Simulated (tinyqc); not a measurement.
Ballistic transport through the one-dimensional subbands of a rectangular nanowire or nanosheet channel. From line density n back to gate voltage above flat band V_G. Computed by tinyqc, a small Python program. Command: `OMP_NUM_THREADS=1 python tinyqc.py 3022937 3022938 out.jsonl wire inv`. One thread of a shared host (Intel(R) Xeon(R) Processor @ 2.30GHz), about 0.2 s of CPU time with the checks.

Hard walls, parabolic subbands, transport along x. Energies are counted from the bulk conduction band edge at the top of the barrier, which the gate pulls down by U; the source Fermi level lies at the bulk edge when U = 0.

Inputs (values chosen for the exercise, modelled on silicon):
```
quantity,value,unit
light mass m_t,0.2,m_0
heavy mass m_l,0.93,m_0
height a,4.1,nm
width b,5.3,nm
equivalent oxide thickness t,1.6,nm
drain voltage V_D,0.05,V
temperature T,300,K
```

Valleys: silicon [100] wire.

Constants: hbar^2/(2 m_0) = 3.80998212 eV angstrom^2; k_B = 8.617333262e-05 eV/K; m_0 = 9.1093837015e-31 kg; k_B = 1.380649e-23 J/K; hbar = 1.054571817e-34 J s; eps_0 = 8.8541878128e-12 F/m; e = 1.602176634e-19 C; h = 6.62607015e-34 J s.

Method:
- E_pq = (hbar^2 pi^2/2)(p^2/(m_y b^2) + q^2/(m_z a^2)); valley pairs: (m_x, m_y, m_z) = (m_t, m_t, m_l), (m_t, m_l, m_t), (m_l, m_t, m_t), each with degeneracy g = 2; the 10 lowest subbands are kept.
- F_j(eta) = (1/Gamma(j + 1)) int_0^infinity x^j/(1 + exp(x - eta)) dx, F_0 = ln(1 + exp(eta)). Integrals over x = E/(k_B T) use 160 Gauss-Legendre points in u = sqrt(x) from 0 to sqrt(max(eta, 0) + 32).
- With degeneracy g = 2, eta_i = (U - E_i)/(k_B T) and u = e V_D/(k_B T): line density n = sum_i g sqrt(2 m_x k_B T/pi)/(2 hbar) [F_-1/2(eta_i) + F_-1/2(eta_i - u)]; gate: e n = C_ox (V_G - U/e), C_ox = 3.9 eps_0 2 (a + b)/t (flat-plate estimate); I = (2 e k_B T/h) sum_i g [F_0(eta_i) - F_0(eta_i - u)].

Task: A run gave the result below. Find the gate voltage above flat band V_G, known to lie between 0.3 and 0.65 V.

line density n = 0.695981 1/nm

Result:

Each step takes the trial c = (a f_b - b f_a)/(f_b - f_a), f being the result less the target and a, b, c the logarithms of the listed values; c replaces end b, the old b replaces a if the sign of f changed, and otherwise f_a is halved.

Scan of the range:
```
gate voltage above flat band V_G (V),line density n (1/nm)
0.300,0.47120
0.341,0.55818
0.388,0.65987
0.442,0.77873
0.502,0.91278
0.571,1.06891
0.650,1.24967
```

False position (Illinois rule, in the logarithm of the input) inside the bracket:
```
step,end a,end b,trial,line density n (1/nm)
1,0.388000,0.442000,0.403669,0.694157
2,0.442000,0.403669,0.404459,0.695892
3,0.442000,0.404459,0.404537,0.696062
4,0.404459,0.404537,0.404500,0.695981
5,0.404537,0.404500,0.404500,0.695981
```

Line density n rises at every point of a 13-point scan of the range (every second point is shown), so one value fits; it is bracketed by 0.388 and 0.442. Answer: gate voltage above flat band V_G = 0.4045 V.
